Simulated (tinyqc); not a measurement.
Bias-temperature instability from a Gaussian distribution of capture and emission barriers: one step, computed by the program tinyqc.

Each trap has a capture time tau_0 exp(E_c/(k_B T)) under stress and an emission time tau_0 exp(E_e/(k_B T)) after it. E_c is Gaussian, and E_e = E_c + d with d Gaussian and independent. A trap counts as filled once t_s exceeds its capture time and as emptied once t_r exceeds its emission time.

Task: Recovery. Demarcation energies E_s = k_B T ln(t_s/tau_0), E_r = k_B T ln(t_r/tau_0); mean barrier mu = mu_c - k_F F; z = (E_s - mu)/sigma_c; Phi is the standard normal distribution. Temperatures in kelvin are T(C) + 273.15. Remaining shift dV = V_max int_(-infinity)^(E_s) g(E_c) [1 - Phi((E_r - E_c - delta)/sigma_d)] dE_c, g the Gaussian density of E_c (Gauss-Legendre, 120 points over 7 sigma_c below E_s).

Inputs (values chosen for the exercise, for a model p-channel transistor):

| quantity | value | unit |
|---|---|---|
| shift with all traps filled V_max | 180 | mV |
| spread of capture barriers sigma_c | 0.36 | eV |
| mean of E_e - E_c at the stress field, delta | -0.18 | eV |
| spread of E_e - E_c, sigma_d | 0.25 | eV |
| time constant tau_0 | 6e-10 | s |
| temperature T | 25 | C |
| stress time t_s | 10000 | s |
| recovery time t_r | 1 | s |

mean barrier mu = 1.325 eV

shift without recovery dV0 = 11.84477 mV

Constants: k_B = 8.617333262e-05 eV/K.

Give: E_r; remaining shift dV; remaining share dV/dV0.

Result:

E_r = 0.54556 eV

remaining shift dV = 4.3720 mV

remaining share dV/dV0 = 0.36911

A measurement delay of t_r hides 63 % of the shift.
